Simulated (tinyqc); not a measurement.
Phase shift across the band: Koster-Slater impurity in a tight-binding band, by Green functions and by supercells. Computed by tinyqc, a small Python program. Command: `OMP_NUM_THREADS=1 python tinyqc.py 3005479 3005480 out.jsonl kosterslater walk`. One thread of a shared host (Intel(R) Xeon(R) Processor @ 2.30GHz), about 0.03 s of CPU time with the checks.

One orbital per site, e(k) = -2 t sum cos(k_i) over 2 direction(s), band from -4 t to 4 t, lattice constant 1. One site has the extra energy U. Spin is left out.

Inputs (values chosen for the exercise, for a model band): hopping t = 0.65 eV; impurity potential U = -3.89 eV; broadening eta = 0.065 eV.

Lattice: square.

Method:
- Outside the band G0(E) = (2/(pi E)) K(m), m = 16 t^2/E^2, K the complete elliptic integral with parameter m.
- A bound state solves 1/U = G0(E).
- Bisection in ln(distance from the edge) between 1e-5 t and |U| + t. Weight on the impurity site: -1/(U^2 dG0/dE), by a central difference with step min(1e-4 t, distance/30). Decay length along an axis: 1/arccosh(1 + distance/(2 t)).
- Inside the band G0(z), z = E + i eta, comes from the chain form 1/(sqrt(y - 2t) sqrt(y + 2t)) (principal roots) at y = z + 2 t cos k, averaged over k in (0, pi) with 200 Gauss-Legendre points.
- delta/pi = -arg(1 - U G0)/pi counts the states added below E (Friedel); host DOS = -Im G0/pi, DOS on the impurity = -Im[G0/(1 - U G0)]/pi; 13 evenly spaced energies from -(band edge + |U| + 2t) to +(band edge + |U| + 2t).

distance from the band edge = 1.73517 eV

level E_b = -4.33517 eV

Across the spectrum:

| E (eV) | Re G0 (1/eV) | host DOS (1/eV) | DOS on the impurity (1/eV) | delta/pi |
|---|---|---|---|---|
| -7.7900 | -0.13218 | 0.00037 | 0.001579 | 0.00298 |
| -6.4917 | -0.16083 | 0.00056 | 0.003998 | 0.00582 |
| -5.1933 | -0.20664 | 0.00096 | 0.024754 | 0.01893 |
| -3.8950 | -0.29574 | 0.00216 | 0.092430 | 0.94482 |
| -2.5967 | -0.70382 | 0.06556 | 0.017903 | 0.86249 |
| -1.2983 | -0.40156 | 0.16702 | 0.037265 | 0.58554 |
| 0.0000 | 0.00000 | 0.39551 | 0.016235 | 0.43506 |
| 1.2983 | 0.40156 | 0.16702 | 0.015565 | 0.21413 |
| 2.5967 | 0.70382 | 0.06556 | 0.004486 | 0.06721 |
| 3.8950 | 0.29574 | 0.00216 | 0.000466 | 0.00390 |
| 5.1933 | 0.20664 | 0.00096 | 0.000294 | 0.00206 |
| 6.4917 | 0.16083 | 0.00056 | 0.000212 | 0.00134 |
| 7.7900 | 0.13218 | 0.00037 | 0.000163 | 0.00096 |

What follows from these numbers?

delta/pi starts and ends near zero (+0.003 and +0.001): the impurity moves states but creates none. delta/pi rises at the bound state below the band (-4.335 eV), reaches 0.94 among these rows (1 in the limit of small eta, just above the level) and is paid back by the top of the band.

Extremes, crossings and ranges named in words are read from the listed rows.
